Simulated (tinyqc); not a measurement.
Stacked nanosheet transistor, parasitic resistance, capacitance and delay: one step of the calculation.

Ns sheets share one contact on top; each has perimeter p = 2 (Ws + ts) and cross-section A = Ws ts; contact width Wc = Ws + 10 nm, stack height Hs = Ns pv. Sheet 1 is the top one. Contact length Lc = CPP - Lg - 2 Lsp, shared by two neighbouring gates. Source and drain sides are equal. The formulas are first-order estimates, not field solutions.

Question. Capacitances. With N sheets: gate Cg = Cinv p N Lg; per side, plate Cp = ks eps0 [Wc (Hs + Hc) - N A]/Lsp, top fringe Cf = (2/pi) ks eps0 Wc ln(1 + Lg/(2 Lsp)), overlap Co = Cinv p N Lov. Cs = Cp + Cf + Co. An inverter of two such devices driving an equal one has the load CL = 2 (Cg + 2 Cs) + 4 Cs + Cw (its own drains counted twice for the Miller effect).

Values chosen for this exercise; values close to those of silicon logic devices:
- Ns = 3 (number of sheets)
- Ws = 12 nm (sheet width)
- ts = 5 nm (sheet thickness)
- pv = 12 nm (vertical pitch of the sheets)
- Lg = 16 nm (gate length)
- Lsp = 7 nm (spacer length)
- ks = 5.5 (relative permittivity of the spacer)
- Hc = 15 nm (gate height above the channel stack)
- Lov = 0.5 nm (gate overlap)
- Cinv = 2.6 uF/cm^2 (inversion capacitance)
- Cw = 0.29 fF (wire load)

Constants: eps0 = 8.8541878128e-12 F/m. Results are converted to the units shown.

Wanted: Cg; Cp; Cf; Co; CL.

Answer.

Cg = 42.43 aF
Cp = 6.553 aF
Cf = 0.5198 aF
Co = 1.326 aF
CL = 442.1 aF

The channel capacitance gives 19.2 % of CL, the parasitic parts 15.2 % and the wire 65.6 %.

tinyqc, about 0.06 s, one thread, Intel Xeon 2.30GHz (shared host): `OMP_NUM_THREADS=1 python tinyqc.py 2170044 2170045 out.jsonl`
